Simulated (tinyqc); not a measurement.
Gain spectrum: optical gain and spontaneous emission in a bulk direct-gap semiconductor.

Parabolic bands, vertical transitions, no excitons. For each hole band j: mr = me mj/(me + mj); joint density of states J_j(E) = (mr/c)^(3/2) sqrt(E - Eg)/(2 pi^2), both spins, c = hbar^2/2m0; averaged matrix element |e.p|^2 = m0 Ep/6; alpha_j(E) = 4 pi^2 alpha_f c Ep J_j/(3 nr E) in 1/angstrom (alpha_f the fine-structure constant, listed as alpha among the constants), times 1e8 for 1/cm.

F_j(eta) = (1/Gamma(j + 1)) integral_0^infinity x^j dx/(1 + exp(x - eta)), which tends to exp(eta) for eta << 0.

Quasi-Fermi levels: n = Nc F_1/2(Fc/kT) and p = Nv F_1/2(Fv/kT), Fc counted up from the conduction edge and Fv down from the valence edge; Nc, Nv from N = 2 (m kB T/(4 pi c))^(3/2) with c = hbar^2/2m0, in 1/angstrom^3; times 1e24 for 1/cm^3, with me and (mhh^(3/2) + mlh^(3/2))^(2/3).

For band j the electron sits at Ee = (E - Eg) mr/me above its edge and the hole at Eh = (E - Eg) mr/mj; fe = 1/(1 + exp((Ee - Fc)/kT)), fh = 1/(1 + exp((Eh - Fv)/kT)); gain g = sum_j alpha_j (fe + fh - 1).

Constants: hbar^2/2m0 = 3.80998211 eV angstrom^2; fine-structure constant alpha = 0.007297352564; kB = 8.617333262e-05 eV/K.

Inputs chosen for the exercise (near those of GaN; not measured data): Eg = 3.373 eV (direct gap); me = 0.2012 m0 (electron mass); mhh = 1.357 m0 (heavy-hole mass); mlh = 0.286 m0 (light-hole mass); Ep = 16.9 eV (Kane energy); nr = 2.6 (refractive index); T = 350 K; n = 9.8e+18 1/cm^3 (injected density, n = p).

At the density n.

Spectrum:

| E - Eg (eV) | alpha, empty (1/cm) | fe, heavy | fh, heavy | g (1/cm) |
|---|---|---|---|---|
| 0.005 | 3864 | 0.905 | 0.157 | 236 |
| 0.010 | 5456 | 0.891 | 0.154 | 244 |
| 0.020 | 7693 | 0.860 | 0.149 | 66 |
| 0.030 | 9395 | 0.822 | 0.143 | -305 |
| 0.045 | 11456 | 0.749 | 0.136 | -1200 |
| 0.060 | 13170 | 0.660 | 0.128 | -2497 |
| 0.080 | 15120 | 0.521 | 0.119 | -4805 |
| 0.100 | 16807 | 0.379 | 0.110 | -7578 |
| 0.130 | 18999 | 0.204 | 0.098 | -11929 |
| 0.170 | 21481 | 0.075 | 0.084 | -16951 |
| 0.220 | 24096 | 0.019 | 0.069 | -21524 |

Fc + Fv = 0.0222 eV

What does the comparison show?

g is positive below E - Eg = 0.0222 eV; the largest value listed is 244 1/cm at 0.010 eV. At 0.220 eV above the gap g is -0.89 times the absorption of the empty crystal, whose limit is -1.

(tinyqc, `OMP_NUM_THREADS=1 python tinyqc.py 1680572 1680573 out.jsonl`, Intel(R) Xeon(R) Processor @ 2.30GHz, 1 thread, shared host, about 0.1 s.)
